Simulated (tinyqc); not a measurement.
MOS capacitor on an n-type substrate, surface potential from the exact charge relation: one step of the calculation.

Uniform n-type substrate, Boltzmann statistics, full ionisation, classical densities. psi is the surface potential against the body (positive when the bands bend down) and u = -psi/Vt. Traps are spread evenly over the gap and neutral at flat band, so their charge is -q Dit psi; the minority quasi-Fermi level is shifted by Vb.

Task. Flat band, threshold and scales. ni = sqrt(Nc Nv) exp(-Eg/(2 Vt)), Eg in volts; phiF = Vt ln(N/ni); Cox = eps0 eox/tox; Vfb = phiM - chi - Vt ln(Nc/N) - q Nf/Cox; Q0 = sqrt(2 eps0 eps_r q N Vt); r = (ni/N)^2 exp(-Vb/Vt); VT = Vfb - [(2 phiF + Vb)(1 + q Dit/Cox) + sqrt(2 eps0 eps_r q N (2 phiF + Vb))/Cox].

Values chosen for this exercise; band and dielectric values close to those of silicon: temperature T = 273 K; band gap Eg = 1.14 eV; relative permittivity eps_r = 11.9; conduction-band density of states at T Nc = 2.47e19 cm^-3; valence-band density of states at T Nv = 2.31e19 cm^-3; electron affinity chi = 4.09 eV; donor density of the substrate N = 3.7e17 cm^-3; relative permittivity of the gate insulator (close to silicon dioxide) eox = 3.9; insulator thickness tox = 2.2 nm; gate work function phiM = 4.9 eV; fixed charge at the interface, in units of q Nf = -2.7e10 cm^-2; density of interface traps Dit = 0 cm^-2 eV^-1; reverse bias of the inversion layer against the body Vb = 0 V.

Constants: q = 1.602176634e-19 C, kB = 1.380649e-23 J/K, Vt = kB T/q, eps0 = 8.8541878128e-14 F/cm where lengths are in cm. Results are converted to the units shown.

Find: ni; phiF; Cox; Vfb; Q0; r; VT.

Result.

ni = 7.1704e8 cm^-3
phiF = 0.47196 V
Cox = 1.5696 uF/cm^2
Vfb = 0.71392 V
Q0 = 54.211 nC/cm^2
r = 3.7556e-18
VT = -0.44876 V

Computed by the program tinyqc: `OMP_NUM_THREADS=1 python tinyqc.py 2060021 2060022 out.jsonl`, one thread of a shared Intel Xeon 2.30GHz, about 0.01 s for the whole run.
